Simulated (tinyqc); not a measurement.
Inside a calculation: Stoner model of a band ferromagnet. Values are carried at full precision from step to step, so a last printed digit may differ when a step is redone from the rounded ones.

Density of states per atom and spin: triangular, D(e) = (4 M/W^2) (W/2 - |e|). Levels e -/+ I m/2 for up and down spin, m = n_up - n_down, n_up + n_down = nd. At zero temperature e(N) is the energy below which N states lie, and E(m) = sum over spins of integral e D de - I m^2/4.

Values chosen for the exercise:

| symbol | value | unit | meaning |
|---|---|---|---|
| W | 5 | eV | band width, e from -W/2 to W/2 |
| M | 5 |  | states per atom and spin |
| nd | 7.83 |  | electrons per atom |
| I | 0.99 | eV | Stoner parameter |

## The paramagnetic state and the Stoner criterion

Find EF from nd/2 states per spin, D(EF) and the product I D(EF); below 1 the susceptibility is enhanced by 1/(1 - I D).

EF = 0.8530 eV
D(EF) = 1.3176 1/eV
I D(EF) = 1.3044

The paramagnet is unstable.

## Energy against moment

Tabulate the splitting that the band needs, e(n_up) - e(n_down), against I m, and E(m) - E(0), at nine moments up to saturation m_max = min(nd, 2M - nd).

Energy curve:

| m | e(n_up) (eV) | e(n_down) (eV) | difference (eV) | I m (eV) | E - E(0) (meV) |
|---|---|---|---|---|---|
| 0.000 | 0.8530 | 0.8530 | 0.0000 | 0.0000 | 0.0 |
| 0.271 | 0.9594 | 0.7531 | 0.2063 | 0.2685 | -4.2 |
| 0.542 | 1.0737 | 0.6586 | 0.4150 | 0.5371 | -16.8 |
| 0.814 | 1.1980 | 0.5688 | 0.6292 | 0.8056 | -37.1 |
| 1.085 | 1.3354 | 0.4829 | 0.8525 | 1.0741 | -64.2 |
| 1.356 | 1.4914 | 0.4005 | 1.0909 | 1.3427 | -96.5 |
| 1.627 | 1.6765 | 0.3213 | 1.3552 | 1.6112 | -131.4 |
| 1.899 | 1.9177 | 0.2448 | 1.6729 | 1.8798 | -163.6 |
| 2.170 | 2.5000 | 0.1708 | 2.3292 | 2.1483 | -178.5 |

dE/dm is half of (difference - I m), so E falls wherever I m exceeds the difference.

## The ground state

Take the lowest of E(0), the stationary points e(n_up) - e(n_down) = I m, and saturation.

m = 2.136 muB
exchange splitting I m = 2.115 eV
E - E(0) = -179.5 meV

n_up, n_down: 4.983  2.847

Both spin bands cross the Fermi level (a weak ferromagnet).

## Checks

- States in the band over M against 1: both 1.000000.

Program tinyqc; command `OMP_NUM_THREADS=1 python tinyqc.py 1682689 1682690 out.jsonl`; about 0.3 s on one thread of a shared Intel(R) Xeon(R) Processor @ 2.30GHz.
